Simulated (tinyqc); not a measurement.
## Nanowire ballistic transistor, top-of-the-barrier model: effect of the band edge at the barrier top above the source Fermi level at zero bias

At the top of the source barrier, states moving towards the drain are filled by the source (Fermi level 0) and states moving back by the drain (Fermi level -q Vd); nothing scatters. U is the shift of the band edge there, set by the capacitances CG, CD and CS (the total) and by the charge. Parabolic one-dimensional subband; the source is grounded.

N0 = gv sqrt(2 m kB T/pi)/hbar, CG = 2 pi eps0 eox/ln(1 + 2 tox/d), CS = CG/aG, n0 = n at U = 0 and Vd = 0. eta1 = -(E0 + U)/Vt, eta2 = eta1 - Vd/Vt, n = (N0/2)[F_(-1/2)(eta1) + F_(-1/2)(eta2)], F_(-1/2)(x) = (1/sqrt(pi)) int_0^infinity u^(-1/2)/(1 + exp(u - x)) du. U = UL + q (n - n0)/CS with UL = -(aG Vg + aD Vd), energies in eV. I = gv (2 q^2/h) Vt [ln(1 + exp eta1) - ln(1 + exp eta2)]. CQ = (q/Vt) dn/d(eta1).

Parameters, values chosen for the exercise; mass and valleys close to those of gallium arsenide:
- T = 200 K (temperature)
- m = 0.0677 m0 (effective mass)
- gv = 1 (valley degeneracy)
- eox = 22 (relative permittivity of the gate insulator)
- tox = 1.3 nm (insulator thickness)
- d = 8 nm (wire diameter)
- aG = 0.83 (gate control CG/CS)
- aD = 0.024 (drain control CD/CS)
- Vg = 0.8 V (gate voltage)
- Vd = 0.8 V (drain voltage)

Constants: q = 1.602176634e-19 C, kB = 1.380649e-23 J/K, hbar = 1.054571817e-34 J s, h = 6.62607015e-34 J s, m0 = 9.1093837015e-31 kg, Vt = kB T/q, eps0 = 8.8541878128e-14 F/cm where lengths are in cm. Results are converted to the units shown.

Results:

| E0 (eV) | eta1 | n (cm^-1) | I (uA) | mean velocity I/(q n) (cm/s) | CQ/CS |
|---|---|---|---|---|---|
| 0.1 | 33.27 | 3.212e6 | 44.43 | 8.634e7 | 0.008576 |
| 0.15 | 30.39 | 3.070e6 | 40.59 | 8.252e7 | 0.008975 |
| 0.2 | 27.52 | 2.921e6 | 36.75 | 7.853e7 | 0.009435 |
| 0.25 | 24.65 | 2.763e6 | 32.91 | 7.433e7 | 0.009974 |
| 0.3 | 21.77 | 2.597e6 | 29.08 | 6.988e7 | 0.01062 |
| 0.4 | 16.04 | 2.227e6 | 21.41 | 6.002e7 | 0.01240 |
| 0.45 | 13.17 | 2.017e6 | 17.59 | 5.444e7 | 0.01372 |

Estimate the missing row, E0 = 0.35 eV.

Computed row:

| E0 (eV) | eta1 | n (cm^-1) | I (uA) | mean velocity I/(q n) (cm/s) | CQ/CS |
|---|---|---|---|---|---|
| 0.35 | 18.90 | 2.419e6 | 25.24 | 6.513e7 | 0.01141 |

With this row back in the table: As E0 goes from 0.1 to 0.45 eV, n falls from 3.21e6 to 2.02e6 cm^-1, the mean velocity falls from 8.63e7 to 5.44e7 cm/s and the current falls from 44.4 to 17.6 uA. CQ/CS goes from 0.0086 to 0.014. For E0 = 0.1 to 0.35 eV the source Fermi level lies over 0.3 eV above the band edge, where a light band is no longer parabolic. For E0 = 0.1 to 0.4 eV higher subbands of the wire, left out here, could begin to fill.

Program tinyqc, `OMP_NUM_THREADS=1 python tinyqc.py 2400006 2400007 out.jsonl`; Intel Xeon 2.30GHz, shared host, one thread, about 0.03 s.
